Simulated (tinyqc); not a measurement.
Six-band hole subbands of a thin body in a field: sweeps and comparisons. A value that a table varies takes the place of the one given here.

Basis X, Y, Z times spin, hole energies counted downwards from the unstrained edge (the hydrostatic shift is left out), c = hbar^2/2m0. For a symmetric tensor T let C(T) have C_XX = L Txx + M (Tyy + Tzz), C_XY = N Txy (cyclic), L = c (g1 + 4 g2), M = c (g1 - 2 g2), N = 6 c g3. k = q + kz n, n the unit normal, q = k1 u + k2 v with u along the channel [1-10] and v = n x u. H = C(k k^T) + (Dso/3)(1 - L.sigma) - B + e F z with (L_k)_ij = -i epsilon_kij; B is the block C built from the traceless strain with 2b, -b and sqrt(3) d in place of L, M, N. Strain: exx = eyy = (s11 + s12) sx/2, ezz = s12 sx, exy = -s44 sx/4. Hard walls at z = 0 and t; basis sin(j pi z/t), j = 1 to Nz: kz^2 = (j pi/t)^2, kz = -i D with D_jl = 4 j l/(t (j^2 - l^2)), z_jj = t/2 and z_jl = -8 t j l/(pi (j^2 - l^2))^2 for j + l odd; 1 MV/cm = 0.01 eV/angstrom.

Nz = 14. E1 is the top subband at q = 0, gap the distance to the next pair, and the masses are c q^2/(E(q) - E1) at |q| = 0.02 1/angstrom (mean of the spin pair) along the channel [1-10] and across it in the plane; a dash marks a band that does not rise.

Constants: hbar^2/2m0 = 3.80998211 eV angstrom^2.

Inputs chosen for the exercise (near those of a p-type Si channel; not measured data):

| symbol | value | unit | meaning |
|---|---|---|---|
| g1 | 4.29 |  | Luttinger gamma1 |
| g2 | 0.34 |  | gamma2 |
| g3 | 1.45 |  | gamma3 |
| Dso | 0.044 | eV | spin-orbit splitting |
| b | -2.06 | eV | tetragonal potential |
| d | -4.76 | eV | trigonal potential |
| S | (7.56, -2.17, 12.71) | 1/TPa | compliances s11, s12, s44 |
| face | 111 |  | surface |
| t | 75 | angstrom | body thickness |
| F | 0.5 | MV/cm | field across the body |
| sx | 1 | GPa | stress along the channel [1-10], negative in compression |

## Stress along the channel

Each row has its own sx.

Results:

| sx (GPa) | E1 (meV) | gap (meV) | m channel | m across |
|---|---|---|---|---|
| -3.0 | 23.4 | 89.2 | 0.129 | 1.236 |
| -2.0 | 58.9 | 89.2 | 0.134 | 1.143 |
| -1.0 | 93.4 | 60.8 | 0.146 | 0.892 |
| -0.5 | 109.1 | 38.1 | 0.168 | 0.614 |
| 0.0 | 119.2 | 26.3 | 0.282 | 0.285 |
| 0.5 | 117.7 | 37.5 | 0.517 | 0.173 |
| 1.0 | 110.7 | 59.5 | 0.597 | 0.158 |

What does this show?

Under 2 GPa of compression the channel mass goes from 0.282 to 0.134 m0, the mass across from 0.285 to 1.143; the gap to the next subband is 89, 26 and 59 meV at -2, 0 and +1 GPa. The lightest channel mass of the table, 0.129 m0, is at -3.0 GPa.

## Surface orientation and number of bands

Three faces, six bands; and four bands, with Dso set to 1000 eV.

Results:

| case | E1 (meV) | gap (meV) | m channel | m across |
|---|---|---|---|---|
| (001) 6 bands | 154.3 | 27.0 | 2.872 | 0.218 |
| (001) 4 bands | 158.0 | 30.1 | 1.719 | 0.183 |
| (110) 6 bands | 117.6 | 36.6 | 0.120 | 0.280 |
| (110) 4 bands | 140.1 | 51.1 | 0.164 | 0.312 |
| (111) 6 bands | 110.7 | 59.5 | 0.597 | 0.158 |
| (111) 4 bands | 125.2 | 71.8 | 0.223 | 0.176 |

What can be read from the table?

With six bands the top subband is shallowest on (111) (110.7 meV) and deepest on (001). Without the stress E1 would be 163.8, 82.7 and 119.2 meV, so the stress moves it by -9.5, 34.8 and -8.5 meV. The lightest channel mass is on (110) (0.120 m0). Dropping the split-off band moves E1 by 3.7, 22.5 and 14.5 meV and the gap by 3.1, 14.5 and 12.4 meV on the three faces, with Dso = 44 meV.

## What each parameter does

Six bands. Each row changes one parameter from the base and keeps the others.

Results:

| case | E1 (meV) | gap (meV) | m channel (m0) | m across (m0) |
|---|---|---|---|---|
| base | 110.7 | 59.5 | 0.597 | 0.158 |
| t = 85 angstrom | 110.7 | 59.4 | 0.596 | 0.158 |
| F = 0.8 MV/cm | 154.7 | 60.7 | 0.637 | 0.159 |
| sx = 0.5 GPa | 117.7 | 37.5 | 0.517 | 0.173 |
| g3 = 1.35 | 116.0 | 58.8 | 0.490 | 0.153 |
| g2 = 0.39 | 110.7 | 59.5 | 0.581 | 0.155 |
| Dso = 0.066 eV | 113.5 | 62.7 | 0.522 | 0.162 |
| d = -3.81 eV | 112.0 | 53.7 | 0.584 | 0.159 |

What does this show?

The largest shifts from the base row, up to three for each result and ties (the steps differ in size, so this ranks the rows, not the parameters). E1 (meV): F +44.0, sx +7.0, g3 +5.4; unchanged at the printed digits by t and g2. gap (meV): sx -22.0, d -5.8, Dso +3.2; unchanged at the printed digits by g2. m channel (m0): g3 -0.107, sx -0.080, Dso -0.075. m across (m0): sx +0.015, g3 -0.005, Dso +0.004; unchanged at the printed digits by t.

Run: tinyqc, `OMP_NUM_THREADS=1 python tinyqc.py 1282193 1282194 out.jsonl`; Intel(R) Xeon(R) Processor @ 2.30GHz, one thread, shared host; about 0.4 s of CPU time with all checks.
